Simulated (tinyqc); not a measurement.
Single-domain magnet: Stoner-Wohlfarth switching, Neel-Arrhenius retention, LLG dynamics and spin torque: one step, computed by the program tinyqc.

The moment is uniform, with unit vector m; z is the easy axis. mu_0 = 1.25663706212e-6 T m/A, gamma = 1.76085963023e11 rad/(s T).

Question. One LLG step. In the time s = gamma mu_0 H_K t: (1 + alpha^2) dm/ds = -m x b - alpha m x (m x b) + a [m x (m x z) - alpha m x z], b = m_z z, a = alpha I/I_c0; Heun steps (Euler predictor, mean of the two slopes) without renormalising; start m = (sin theta_0, 0, cos theta_0), theta_0 = 1/sqrt(2 Delta).

Inputs (values chosen for the exercise, for a model magnet):
```
quantity                        value  unit
temperature T                      77     K
damping alpha                   0.055     -
drive I/I_c0                      3.9     -
time step times gamma mu_0 H_K    0.2     -
```

Shape: thin disc, easy axis normal to it.

stability factor Delta = 451.0000

Give: m at the start; first slope; predictor; second slope; m after the step.

Answer.

m at the start: 0.0333  0.0000  0.9994

first slope: 0.00529  0.03356  -0.00018

predictor: 0.0343  0.0067  0.9994

second slope: -0.00131  0.03570  -0.00019

m after the step: 0.0337  0.0069  0.9994

Caution: a flat cylinder has a smaller N_z than the spheroid of the same t/d, so K_eff of a real disc is larger.
